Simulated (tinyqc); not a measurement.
Deep-level transient spectroscopy: the DLTS spectrum.

Schottky contact on an n-type layer with shallow donors Nd (all ionised) and a donor-like deep trap, neutral when filled and positive when empty; depletion approximation. Traps within lam of the depletion edge stay filled. A long pulse to Vp fills the traps beyond x1 = Wp - lam; back at Vr those between x1 and x2 = Wr - lam emit. A rate window reads S = C(t2) - C(t1).

Emission rate en = sn vth(T) Nc(T) exp(-Et/kB T) = sn g T^2 exp(-Et/kB T), g = vth Nc/(300 K)^2, as vth goes as T^0.5 and Nc as T^1.5 (degeneracy factor 1). lam = sqrt(2 eps0 eps_r (EF - ET)/(q Nd)), EF - ET = Et - (kB T/q) ln(Nc(T)/Nd), Nc(T) = Nc (T/300 K)^1.5. In the steady state at the band bending V, 2 eps0 eps_r V/q = Nd W^2 + Nt (W - lam)^2 (the second term only if W > lam). W(t)^2 = Wr^2 + (Nt/Nd)(x2^2 - x1^2) exp(-en t), C = eps0 eps_r/W; for small Nt, dC/C = -(Nt/2 Nd) G exp(-en t) with G = (x2^2 - x1^2)/Wr^2. For an exponential transient S peaks where en = ew = ln(t2/t1)/(t2 - t1).

Inputs (values chosen for the exercise); material values close to those of indium phosphide:
- eps_r = 12.5 (relative permittivity)
- Nc = 5.77e17 cm^-3 (conduction-band density of states at 300 K)
- vth = 4.2e7 cm/s (thermal velocity at 300 K)
- Nd = 6.4e15 cm^-3 (shallow donor density)
- Vbi = 0.74 V (built-in voltage)
- Et = 0.2 eV (depth of the trap below the conduction edge)
- sn = 4.4e-17 cm^2 (capture cross-section)
- Nt = 2.9e13 cm^-3 (trap density)
- Vr = 7.6 V (reverse bias)
- Vp = 0 V (reverse bias during the filling pulse)
- t1 = 1 ms (first sampling time)
- t2 = 4 ms (second sampling time)

Constants: q = 1.602176634e-19 C, kB = 1.380649e-23 J/K, eps0 = 8.8541878128e-14 F/cm where lengths are in cm. Results are converted to the units shown.

The DLTS spectrum:
```
T (K)  en (1/s)  S (pF/cm^2)
144       24.58       0.9278
150       50.83        1.802
155       89.40        2.891
161       168.5        4.518
167       304.4        5.969
172       483.6        6.397
178       816.2        5.490
183        1232        3.877
189        1965        1.909
195        3053       0.6471
200        4324       0.1819
206        6433      0.02215
```

Read the table: what changes, and by how much?

S goes from 0.928 through a maximum of 6.40 (at T = 172 K among the rows listed) to 0.0221 pF/cm^2; en equals ew = 462 1/s at 171.5 K. Colder, the trap has hardly emitted by t2; warmer, it is empty before t1. Rows above half of the largest S span 161 to 183 K.

Computed by the program tinyqc: `OMP_NUM_THREADS=1 python tinyqc.py 2050014 2050015 out.jsonl`, one thread of a shared Intel Xeon 2.30GHz, about 0.01 s for the whole run.
